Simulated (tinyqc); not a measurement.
Inside a calculation: conduction-band anticrossing with a localised impurity level. Values are carried at full precision from step to step, so a last printed digit may differ when a step is redone from the rounded ones.

Host conduction band EM(k) = Eg - al x + c k^2/mM, c = hbar^2/2m0, coupled to a flat level EI by V = C sqrt(x): H = [[EM, V], [V, EI]], E+/- = (EM + EI)/2 +/- sqrt((EM - EI)^2/4 + V^2). The host weight of a state at E is f = 1/(1 + V^2/(E - EI)^2), and its mass at k = 0 is mM/f. The gap is E-(0), the valence top staying at 0.

Constants: hbar^2/2m0 = 3.80998211 eV angstrom^2.

Values chosen for the exercise (host near GaAs; the results hold for these values, not for the real material): Eg = 1.51 eV (gap at Gamma to the s-like level); mM = 0.0665 m0 (mass of the host band); EI = 1.821 eV (impurity level, from the valence top of the host); C = 2.47 eV (coupling); al = 0.42 eV (linear shift of the host edge); x = 0.021 (impurity fraction); k = 0.024 1/angstrom (wave vector).

## The two levels at k = 0

Give EM, V, both levels, their host weights, the gap and the mass of the band at the gap.

EM(0) = 1.5012 eV
V = 0.3579 eV

E-, E+ (eV): [1.2691, 2.0531]

host weights: [0.7039, 0.2961]

gap = 1.2691 eV
mass of E- = 0.0945 m0

The gap is 241 meV below that of the host, 115 meV per 1 % of impurity. V/|EM - EI| = 1.12; second-order perturbation theory would shift the host level by V^2/(EM - EI) = -401 meV, the exact shift is -232 meV.

## The levels at one k

Fill in the matrix and give levels and weights.

H (eV), rows host, impurity and columns alike:
```
[[1.5342, 0.3579],
 [0.3579, 1.8210]]
```

E-, E+ (eV): [1.2920, 2.0632]

host weights: [0.6860, 0.3140]

## Dispersion

Seven points from k = 0 to 0.12 1/angstrom.

Levels (eV):
```
k (1/angstrom)      EM      E-      E+  host weight of E-
0.000           1.5012  1.2691  2.0531              0.704
0.020           1.5241  1.2850  2.0600              0.692
0.040           1.5928  1.3312  2.0826              0.652
0.060           1.7074  1.4018  2.1266              0.578
0.080           1.8679  1.4857  2.2031              0.467
0.100           2.0741  1.5679  2.3272              0.333
0.120           2.3262  1.6355  2.5117              0.212
```

E- flattens towards EI = 1.821 eV, which it cannot cross: its width is bounded by 0.552 eV, of which 66 % is used up at the last point. The unmixed host band crosses EI at k = 0.0747 1/angstrom, where the splitting is smallest, 2V = 0.716 eV.

## Checks

- Closed form against diagonalisation: they agree to 1e-10 or better.
- Mass mM/f against the curvature of the band: both 0.09447.

Program tinyqc; command `OMP_NUM_THREADS=1 python tinyqc.py 1081052 1081053 out.jsonl`; about 0.01 s on one thread of a shared Intel(R) Xeon(R) Processor @ 2.30GHz.
